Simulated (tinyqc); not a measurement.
Strain dependence: valley-orbit splitting of a donor ground state, with strain. Computed by tinyqc, a small Python program. Command: `OMP_NUM_THREADS=1 python tinyqc.py 3009820 3009821 out.jsonl valleyorbit walk`. One thread of a shared host (Intel(R) Xeon(R) Processor @ 2.30GHz), about 0.01 s of CPU time with the checks.

The basis is the 1s envelope in each valley; energies are counted from the unstrained conduction-band edge. The strain is e_s (a a^T - 1/3) for the unit stress axis a, so valley j along n_j moves by Xi_u e_s w_j with w_j = (n_j.a)^2 - 1/3: +1/3 for [111] and [-1-11], -1/3 for the others.

Inputs (values chosen for the exercise, modelled on donors in germanium):
```
quantity,value,unit
single-valley binding energy E_0,9.69,meV
central-cell shift Lambda,0.86,meV
coupling Delta_1,1,meV
shear deformation potential Xi_u,16.1,eV
shear strain e_s,-0.00024,-
```

Valleys: four along <111>. Stress axis: [110].

Method:
- By symmetry: E(A1) = E_0 + Lambda + 3 Delta_1 (one state), E(T2) = E_0 + Lambda - Delta_1 (three), as binding energies.
- H_jj = -(E_0 + Lambda) + Xi_u e_s w_j; H_jk = -Delta_1 between any two valleys.
- The contact hyperfine ratio is A/A_0 = (sum_j c_j)^2/(number of valleys), c_j the valley amplitudes of the ground state; binding from the lowest valley edge.

E(A1) = 13.55 meV

Against strain:
```
e_s,Xi_u e_s (w_max - w_min) (meV),binding (meV),gap to next level (meV),A/A_0
-0.001900,-20.393,11.744,2.1943,0.59624
-0.000720,-7.728,12.037,2.4869,0.72984
-0.000240,-2.576,12.641,3.0909,0.92037
-0.000072,-0.773,13.201,3.6506,0.99092
0.000072,0.773,13.201,3.6506,0.99092
0.000240,2.576,12.641,3.0909,0.92037
0.000720,7.728,12.037,2.4869,0.72984
0.001900,20.393,11.744,2.1943,0.59624
```

A/A_0 falls for either sign of strain, to 0.596 and 0.596 at the ends; its limits are the shares of the valleys that end up lowest, 2/4 under compression and 2/4 under tension. Near zero strain A/A_0 changes in second order, the binding in first. The binding energy drops from 13.55 meV to 11.74 and 11.74 meV, since fewer valleys share the valley-orbit gain.

Extremes, crossings and ranges named in words are read from the listed rows.
